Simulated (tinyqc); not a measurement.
# Isotype n-N heterojunction, non-linear Poisson equation by Newton steps, Boltzmann statistics: effects of single changes

One dimension, material 1 (n-type) at x < 0 and material 2 (n-type) at x > 0. Band edges: Ec = -psi in material 1 and -psi + dEc in material 2, Ev = Ec - Eg. Equilibrium, Fermi level at 0. n = Nc F((EFn - Ec)/Vt), p = Nv F((Ev - EFp)/Vt), with F(eta) = exp(eta) (Boltzmann statistics); full ionisation, no interface charge, classical densities; the doping types are chosen for the exercise.

Parameters, values chosen for the exercise; band and dielectric values those of a made-up pair:
```
symbol,value,unit,meaning
T,300,K,temperature
Eg1,0.802,eV,band gap of material 1
er1,12.7,,relative permittivity of material 1
Nc1,1.96e17,cm^-3,conduction-band density of states of material 1
Nv1,8.92e18,cm^-3,valence-band density of states of material 1
Eg2,1.53,eV,band gap of material 2
er2,14.8,,relative permittivity of material 2
Nc2,4.94e17,cm^-3,conduction-band density of states of material 2
Nv2,1.19e19,cm^-3,valence-band density of states of material 2
dEc,0.14,eV,conduction-band offset Ec2 - Ec1
N1,1.8e16,cm^-3,donor density of material 1
N2,1.5e16,cm^-3,donor density of material 2
V,0,V,bias of side 1 against side 2
```

Constants: q = 1.602176634e-19 C, kB = 1.380649e-23 J/K, Vt = kB T/q, eps0 = 8.8541878128e-14 F/cm where lengths are in cm. Results are converted to the units shown.

Each table varies one quantity; the others keep the values above.

## Effect of the conduction-band offset Ec2 - Ec1

Exact first integral: on each side D^2/(2 eps0 er) = G, G = q [Vt (nI_j - nI_b) + Vt (pI_j - pI_b) - C (psi_j - psi_b)], with C = +N1 or +N2, b the neutral end of that side, and nI, pI the densities themselves. D is continuous, so er1 G1(psi_j) = er2 G2(psi_j) fixes psi_j. Ends from Nc1 F(psi_L/Vt) = N1 and Nc2 F((V + psi_R - dEc)/Vt) = N2. D is counted positive when psi rises towards material 2.

Effect of the conduction-band offset Ec2 - Ec1:
```
dEc (eV)  psi_R - psi_L (V)  psi_j - psi_L (V)  psi_R - psi_j (V)  D/q (cm^-2)  n_j in 1 (cm^-3)  n_j in 2 (cm^-3)
-0.16               -0.1886            -0.1368           -0.05184    -1.675e11          9.071e13          1.114e17
-0.08               -0.1086           -0.07079           -0.03783    -1.085e11          1.164e15          6.479e16
-0.01              -0.03861           -0.02153           -0.01708    -4.181e10          7.827e15          2.905e16
0.07                0.04139            0.01784            0.02354     4.456e10          3.589e16          6.033e15
0.14                 0.1114            0.03778            0.07361     1.099e11          7.761e16          8.699e14
0.22                 0.1914            0.05132             0.1401     1.675e11          1.310e17          6.653e13
0.29                 0.2614            0.05930             0.2021     2.080e11          1.785e17          6.043e12
0.37                 0.3414            0.06616             0.2752     2.474e11          2.327e17          3.569e11
0.44                 0.4114            0.07096             0.3404     2.778e11          2.801e17          2.865e10
```

As dEc goes from -0.16 to 0.44, the total bending rises from -0.189 to 0.411 V and the sheet charge D/q rises from -1.68e11 to 2.78e11 cm^-2; the share of the bending in material 1 falls from 72.5 to 17.2 %. The alignment is staggered for dEc = -0.16, -0.08, -0.01 eV. The bending changes sign within the table: electrons move into material 1 where it is positive and into material 2 where it is negative. For dEc = 0.14, 0.22, 0.29, 0.37, 0.44 a density at the interface exceeds 0.3 of the band density of states, which Boltzmann statistics overestimate.

## Effect of the donor density of material 1

Same model as above.

Effect of the donor density of material 1:
```
N1 (cm^-3)  psi_R - psi_L (V)  psi_j - psi_L (V)  psi_R - psi_j (V)  D/q (cm^-2)  n_j in 1 (cm^-3)  n_j in 2 (cm^-3)
9e14                   0.1888             0.1019            0.08693     1.233e11          4.635e16          5.196e14
1.5e15                 0.1756            0.08960            0.08602     1.224e11          4.801e16          5.382e14
2.6e15                 0.1614            0.07680            0.08461     1.211e11          5.072e16          5.685e14
4.5e15                 0.1472            0.06464            0.08259     1.191e11          5.483e16          6.146e14
7.8e15                 0.1330            0.05322            0.07978     1.163e11          6.112e16          6.851e14
1.3e16                 0.1198            0.04349            0.07631     1.128e11          6.990e16          7.835e14
2.3e16                 0.1051            0.03375            0.07130     1.075e11          8.487e16          9.513e14
3.9e16                0.09140            0.02592            0.06548     1.011e11          1.063e17          1.191e15
```

As N1 goes from 9e14 to 3.9e16, the total bending falls from 0.189 to 0.0914 V and the sheet charge D/q falls from 1.23e11 to 1.01e11 cm^-2; the share of the bending in material 1 falls from 54.0 to 28.4 %. In every row electrons move into material 1, which accumulates, while the other side depletes. For N1 = 7.8e15, 1.3e16, 2.3e16, 3.9e16 a density at the interface exceeds 0.3 of the band density of states, which Boltzmann statistics overestimate.

Computed by the program tinyqc: `OMP_NUM_THREADS=1 python tinyqc.py 2040159 2040160 out.jsonl`, one thread of a shared Intel Xeon 2.30GHz, about 0.03 s for the whole run.
